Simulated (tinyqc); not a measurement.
# Square on-chip spiral inductor, lumped pi model: what changes with what

Outer diameter do = di + 2 n wd + 2 (n - 1) sp, mean da = (do + di)/2, fill p = (do - di)/(do + di), length l = 4 n da. L = 2.34 mu0 n^2 da/(1 + 2.75 p), mu0 = 4 pi 1e-7 H/m. Rs = rho l/(wd delta (1 - exp(-th/delta))), delta = sqrt(rho/(pi f mu0)). Cs = n wd^2 eps0 eo/hu across the coil. At each end Cox = l wd eps0 eo/(2 ho) leads to the substrate branch Rsi = 2 rs he/(l wd) in parallel with Csi = l wd eps0 11.7/(2 he). With one end grounded Y = 1/(Rs + i w L) + i w Cs + 1/[1/(i w Cox) + 1/(1/Rsi + i w Csi)], w = 2 pi f; Q = -Im Y/Re Y. Eddy currents in neighbouring turns and in the substrate are left out.

Parameters, values chosen for the exercise; values of the order met in silicon radio-frequency processes: number of turns n = 4.5; line width wd = 4 um; space between turns sp = 1.5 um; inner diameter di = 100 um; metal thickness th = 3 um; metal resistivity rho = 1.9 uohm cm; oxide below the coil ho = 3.1 um; oxide between coil and underpass hu = 0.8 um; relative permittivity of the oxide eo = 4.1; substrate resistivity rs = 10 ohm cm; effective spreading depth in the substrate he = 80 um; frequency f = 0.88 GHz.

Constants: eps0 = 8.8541878128e-12 F/m. Results are converted to the units shown.

Each table varies one quantity; the others keep the values above.

## Quality factor against frequency

Apparent inductance Im(1/Y)/w; share of the loss Re(substrate branch)/Re Y.

Result of one run:
```
f (GHz),Rs (ohm),w L/Rs,Q,apparent inductance (nH),loss in the substrate (%)
0.41,5.2721,2.3612,2.3541,4.8373,0.10436
```

What becomes of these results when the frequency f is changed from 0.41 to 0.67 GHz, all else the same?

Result of the changed run:
```
f (GHz),Rs (ohm),w L/Rs,Q,apparent inductance (nH),loss in the substrate (%)
0.67,5.8379,3.4846,3.4500,4.8463,0.55224
```

The whole series:
```
f (GHz),Rs (ohm),w L/Rs,Q,apparent inductance (nH),loss in the substrate (%)
0.41,5.2721,2.3612,2.3541,4.8373,0.10436
0.67,5.8379,3.4846,3.4500,4.8463,0.55224
1.1,6.6140,5.0496,4.8711,4.8645,2.6159
1.8,7.6690,7.1262,6.3425,4.8944,9.3949
2.9,9.0629,9.7153,7.2247,4.9408,23.320
4.8,11.078,13.156,6.9462,5.0460,44.046
7.8,13.716,17.266,5.4817,5.3229,63.984
13,17.445,22.625,3.2181,6.2478,79.874
21,22.054,28.911,0.83792,7.4397,89.195
```

Q goes from 2.35 through a maximum of 7.22 (at f = 2.9 GHz among the rows listed) to 0.838; the exact peak is 7.29 at 3.38 GHz and Q reaches zero at the self-resonance, 24.6 GHz. The share of the substrate rises from 0.104 to 89.2 %, and the apparent inductance ends at 1.54 times L. At the peak the substrate takes 29.2 % of the loss. For f = 13, 21 the coil is longer than 0.15 of a wavelength in the oxide, where one lumped section is rough.

## Effect of the oxide below the coil

Same model as above.

Peak Q and its frequency from a search over f; self-resonance where Im Y = 0; Q at the given f (negative beyond resonance).

The same in every row: L (nH) = 4.832; do (um) = 146.5.

Effect of the oxide below the coil:
```
ho (um),peak Q,f of the peak (GHz),self-resonance (GHz),Q at f
1,6.668,3.291,24.27,4.066
2,6.936,3.327,24.45,4.148
3,7.255,3.372,24.63,4.196
5,7.920,3.561,25.00,4.238
7,8.538,3.832,25.38,4.255
10,9.341,4.277,25.94,4.266
15,10.43,4.998,26.82,4.273
```

Read the table: what changes, and by how much?

As ho goes from 1 to 15, L stays at 4.83 nH, the peak Q rises from 6.67 to 10.4, its frequency rises from 3.29 to 5.00 GHz and the self-resonance rises from 24.3 to 26.8 GHz.

tinyqc, about 0.01 s, one thread, Intel Xeon 2.30GHz (shared host): `OMP_NUM_THREADS=1 python tinyqc.py 2302087 2302088 out.jsonl`
